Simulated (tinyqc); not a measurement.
Worked calculation: kinetics of strain relaxation and threading dislocations in mismatched semiconductor layers. Computed by tinyqc, a small Python program that keeps every step. Command: `OMP_NUM_THREADS=1 python tinyqc.py 3012398 3012399 out.jsonl threading walk`. One thread of a shared host (Intel(R) Xeon(R) Processor @ 2.30GHz), about 0.01 s of CPU time with the checks. Intermediate numbers are printed to about 7 digits and carried at full precision; extremes and crossings named in words are read from the listed rows.

60-degree dislocations on {111} planes of a (001) layer, isotropic elasticity. The Schmid factor is 1/sqrt(6), and a misfit segment relieves strain with b/2.

Inputs (values chosen for the exercise, modelled on GaAs on Si):

| quantity | value | unit |
|---|---|---|
| misfit f | 0.0412 | - |
| shear modulus G | 49.5 | GPa |
| Poisson ratio nu | 0.31 | - |
| Burgers vector b | 4 | angstrom |
| glide activation energy Q | 1.4 | eV |
| velocity prefactor v0 | 8200 | m/s per MPa |
| layer thickness h | 9.5 | nm |
| anneal temperature T | 682 | K |
| anneal time t | 330 | s |
| initial thread density rho_0 | 250000 | 1/cm^2 |
| multiplication constant delta | 4600 | 1/m |
| grading rate (misfit per thickness) R_f | 0.0023 | 1/micrometre |
| growth temperature of the buffer T_g | 905 | K |
| growth rate R_g | 1.3 | nm/s |
| reaction radius r_A | 61 | nm |
| final thickness of a thick uniform layer H | 2.3 | micrometre |
| aspect ratio of a trench | 2.4 | - |

Sources: fixed density of threads.

Constants: k_B = 8.617333262e-05 eV/K.

## Excess stress and glide velocity at the start

Excess resolved stress tau = (1/sqrt 6) [2 G (1 + nu)/(1 - nu)] (e - e_eq), e_eq = b (1 - nu/4) [ln(h/b) + 1]/(4 pi (1 + nu) h), the Matthews-Blakeslee strain of an uncapped layer; glide velocity v = v0 tau exp(-Q/(k_B T)), tau in MPa.

equilibrium strain e_eq = 0.009833448

excess stress tau = 2406.847 MPa

mobility v/tau = 3.700225e-07 m/s per MPa

initial velocity = 890.5877 micrometre/s

The layer carries 4.2 times its equilibrium strain. In the anneal time a thread would run 290000 micrometre at this speed. Caution: at stresses above about 1 GPa the linear velocity law understates glide, as stress lowers the kink barrier. Caution: at such misfit the layer islands and relaxes during the first nanometres, so a uniform strained start is an idealisation.

## Relaxation in the anneal

Threads run in two directions, so de/dt = -(b/4) rho v, with rho fixed. With x = e - e_eq, x0 = f - e_eq (fully strained at t = 0) and v = m S x (m the mobility, S x = tau): x = x0 exp(-t/t_r), t_r = 4/(b rho_0 m S). The half time is that at which x = x0/2.

strain left e = 0.01284763

share of the excess strain relieved = 90.39047 %

thread density = 250000 1/cm^2

half time = 97.65074 s

Most of the excess strain is gone. The misfit lines laid down are 0.0071 micrometre apart. Caution: blocking of threads by crossing misfit lines, left out here, leaves real layers with more strain.

## Anneal temperature

The formulas are those given above.

After the time t:

| T (K) | first velocity (micrometre/s) | relieved (%) | threads (1/cm^2) | half time (s) |
|---|---|---|---|---|
| 548 | 2.629763e+00 | 0.68929 | 250000 | 3.307010e+04 |
| 571 | 8.680372e+00 | 2.25724 | 250000 | 1.001876e+04 |
| 599 | 3.282072e+01 | 8.27037 | 250000 | 2.649745e+03 |
| 622 | 8.947676e+01 | 20.96986 | 250000 | 9.719457e+02 |
| 649 | 2.652345e+02 | 50.22300 | 250000 | 3.278855e+02 |
| 667 | 5.212155e+02 | 74.61206 | 250000 | 1.668533e+02 |
| 693 | 1.299847e+03 | 96.72498 | 250000 | 6.690520e+01 |
| 737 | 5.269087e+03 | 99.99990 | 250000 | 1.650505e+01 |

The half time follows exp(Q/(k_B T)), a decade for each 60 K near 649 K. Relief goes from 21 % at 622 K to 74.6 % at 667 K: with a fixed density the onset is gradual, and more threads relax the layer sooner. Caution: rows with more than 50 % relieved leave out blocking by crossing misfit lines, which slows real layers.

## Graded buffer

In steady grading, strain is fed at R_f R_g and relieved at (b/4) rho v. As a glide-limited estimate, the driving stress is taken as the mean stress of the strained top zone, whose depth z solves R_f z/2 = e_eq(z), with strain R_f z at the surface; tau_g = S R_f z/2 is its mean; then rho = 4 R_f R_g/(b m tau_g), m = v0 exp(-Q/(k_B T_g)), S = (1/sqrt 6) 2 G (1 + nu)/(1 - nu), e_eq(z) = b (1 - nu/4) [ln(z/b) + 1]/(4 pi (1 + nu) z).

depth z of the strained zone = 392.1048 nm

stress tau_g = 34.60045 MPa

thread density of the buffer = 659.3522 1/cm^2

buffer thickness f/R_f = 17.91304 micrometre

Raising T_g by 50 K would lower this density by a factor 2.6: fast glide lets few threads do the work. Caution: real buffers seldom go below 1e5 /cm^2, as pile-ups and nucleation take over; this value is a lower bound.

## Thick uniform layer and trapping in a trench

A separate case, a thick relaxed layer. Pair reactions during growth: d rho/dh = -K rho^2 with K = 2 r_A tan(psi) and threads inclined by psi = 45 degrees (the <110> lines of {111} planes), so rho = 1/(K H) for a layer that starts with far more threads than that, as highly mismatched layers do. In a trench along [110] a thread on {111} rises at 54.74 degrees across the width, and leaves through the wall below the height w tan(54.74 degrees) = sqrt(2) w; the share of threads, evenly spread over the floor, that reach the top is max(0, 1 - a/sqrt 2) for the aspect ratio a.

thread density at H = 3.563792e+08 1/cm^2

share that reaches the top = 0

The trench traps all threads that cross it; those that run along it are not trapped. Thickness alone needs 820 micrometre for 1e6 /cm^2.

Checks made by the program: strain against numerical integration (relative difference below 1e-10).
